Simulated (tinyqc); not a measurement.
Worked calculation: CIS on RHF in the sto-3g basis, frozen core, for BeH2, spin multiplicity 1. One step of it, computed by the program tinyqc.

Problem. Orthogonalisation. S = U s U^T; symmetric (Loewdin) form X = U s^(-1/2) U^T, so that X^T S X = 1.

overlap S, order 1Be 1s, 1Be 2s, 1Be 2px, 1Be 2py, 1Be 2pz, 2H 1s, 3H 1s:
```
[[1.000000, 0.259517, 0.000000, 0.000000, 0.000000, 0.052316, 0.052316],
 [0.259517, 1.000000, 0.000000, 0.000000, 0.000000, 0.408864, 0.408864],
 [0.000000, 0.000000, 1.000000, 0.000000, 0.000000, 0.000000, 0.000000],
 [0.000000, 0.000000, 0.000000, 1.000000, 0.000000, 0.486977, -0.486977],
 [0.000000, 0.000000, 0.000000, 0.000000, 1.000000, 0.000000, 0.000000],
 [0.052316, 0.408864, 0.000000, 0.486977, 0.000000, 1.000000, 0.020799],
 [0.052316, 0.408864, 0.000000, -0.486977, 0.000000, 0.020799, 1.000000]]
```

Give: eigenvalues of S; X.

Solution.

eigenvalues of S: [0.301, 0.400, 0.948, 1.000, 1.000, 1.672, 1.678]

X, order 1Be 1s, 1Be 2s, 1Be 2px, 1Be 2py, 1Be 2pz, 2H 1s, 3H 1s:
```
[[1.029, -0.152, 0.000, 0.000, 0.000, 0.020, 0.020],
 [-0.152, 1.199, 0.000, 0.000, 0.000, -0.263, -0.263],
 [0.000, 0.000, 1.000, 0.000, 0.000, 0.000, 0.000],
 [0.000, 0.000, 0.000, 1.290, 0.000, -0.372, 0.372],
 [0.000, 0.000, 0.000, 0.000, 1.000, 0.000, 0.000],
 [0.020, -0.263, 0.000, -0.372, 0.000, 1.229, -0.076],
 [0.020, -0.263, 0.000, 0.372, 0.000, -0.076, 1.229]]
```
